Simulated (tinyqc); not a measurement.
What moves the magnetoresistance: exchange-split free-electron bands and tunnelling magnetoresistance.

Majority and minority bands E = c k^2/m -/+ Dx/2, c = hbar^2/2m0, so k_up = sqrt(m (EF + Dx/2)/c), k_dn = sqrt(m (EF - Dx/2)/c); n_s = k_s^3/(6 pi^2), D_s = m k_s/(4 pi^2 c).

Barrier: kappa = sqrt(mb phi/c), c = hbar^2/2m0. With a = k1/m, b = k2/m, w = kappa/mb, the transmission at normal incidence is T(k1, k2) = 4 a b w^2/[w^2 (a + b)^2 + (w^2 + a^2)(w^2 + b^2) sinh^2(kappa d)]. Parallel: G_P = T(up, up) + T(dn, dn); antiparallel: G_AP = 2 T(up, dn); TMR = (G_P - G_AP)/G_AP. Julliere: TMR = 2 P^2/(1 - P^2). Slonczewski factor: P_eff = P_k (w^2 - a_up a_dn)/(w^2 + a_up a_dn), P_k = (k_up - k_dn)/(k_up + k_dn).

Constants: hbar^2/2m0 = 3.80998211 eV angstrom^2.

Inputs chosen for the exercise:
```
symbol  value  unit      meaning
EF      3.83   eV        Fermi energy above the mean band bottom
Dx      3.61   eV        exchange splitting
m       1.25   m0        mass in the electrodes
phi     2.17   eV        barrier height above EF
mb      0.86   m0        mass in the barrier
d       12.1   angstrom  barrier thickness
```

All results formed anew. Each row changes one parameter from the base and keeps the others.

Results:
```
case                  P_k    P_eff  TMR (%)       G_P
base               0.2504  -0.0086     0.01  3.30e-07
Dx = 3.791 eV      0.2648  -0.0071     0.01  3.28e-07
EF = 4.213 eV      0.2251  -0.0211     0.09  3.32e-07
phi = 2.821 eV     0.2504   0.0242     0.12  3.05e-08
mb = 0.688 m0      0.2504   0.0193     0.07  1.97e-06
d = 14.1 angstrom  0.2504  -0.0086     0.01  2.01e-08
m = 1.5 m0         0.2504   0.0142     0.04  3.30e-07
```

The largest shifts from the base row, up to three for each result and ties (the steps differ in size, so this ranks the rows, not the parameters). P_k: EF -0.0253, Dx +0.0144; unchanged at the printed digits by phi, mb, d and m. P_eff: phi +0.0328, mb +0.0279, m +0.0228; unchanged at the printed digits by d. TMR (%): phi +0.10, EF +0.07, mb +0.06; unchanged at the printed digits by Dx and d. G_P: mb +1.64e-06, d -3.10e-07, phi -3.00e-07; unchanged at the printed digits by m.

Program tinyqc; command `OMP_NUM_THREADS=1 python tinyqc.py 1680559 1680560 out.jsonl`; about 0.01 s on one thread of a shared Intel(R) Xeon(R) Processor @ 2.30GHz.
